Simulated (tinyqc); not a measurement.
Mass and g factor above the band edge: five-level k.p model folded onto the conduction band.

Second-order sums for the lowest conduction level at E: 1/m = 1 + Cm + (Ep/3)(2/E + 1/(E + Dso)) - (Ep2/3)(2/(E7 + D2 - E) + 1/(E7 - E)); g/2 = 1 + Cg - (Ep/3)(1/E - 1/(E + Dso)) - (Ep2/3)(1/(E7 - E) - 1/(E7 + D2 - E)). E is counted from the top of the valence band; E = Eg at the edge.

Values chosen for the exercise (near those of InP; shifted at random, so the results belong to these values and not to a real crystal):
- Eg = 1.413 eV (gap at Gamma to the s-like level)
- Dso = 0.108 eV (spin-orbit splitting)
- Ep = 20.8 eV (Kane energy)
- E7 = 4.84 eV (upper Gamma7 conduction level, from the valence top)
- D2 = 0.08 eV (its spin-orbit splitting, Gamma8 above Gamma7)
- Ep2 = 3.7 eV (Kane energy to the upper levels)
- Cm = -1.5 (remote term in 1/m)
- Cg = -0.02 (remote term in g/2)

The sums are evaluated at E = Eg + dE, as is done for confined or hot electrons.

Results:

| dE (meV) | m(E) | g(E) | m(E)/m(Eg) | 1 + dE/Eg |
|---|---|---|---|---|
| 0 | 0.0781 | 1.247 | 1.0000 | 1.0000 |
| 20 | 0.0793 | 1.265 | 1.0160 | 1.0142 |
| 50 | 0.0812 | 1.292 | 1.0403 | 1.0354 |
| 100 | 0.0844 | 1.332 | 1.0811 | 1.0708 |
| 150 | 0.0876 | 1.369 | 1.1226 | 1.1062 |
| 200 | 0.0909 | 1.402 | 1.1647 | 1.1415 |
| 300 | 0.0977 | 1.460 | 1.2510 | 1.2123 |

Over 300 meV the mass grows by 25.1 %, against 21.2 % for two levels alone, and g moves from 1.247 to 1.460, towards the free value 2.

tinyqc: `OMP_NUM_THREADS=1 python tinyqc.py 1080324 1080325 out.jsonl`; about 0.01 s, one thread, shared Intel(R) Xeon(R) Processor @ 2.30GHz.
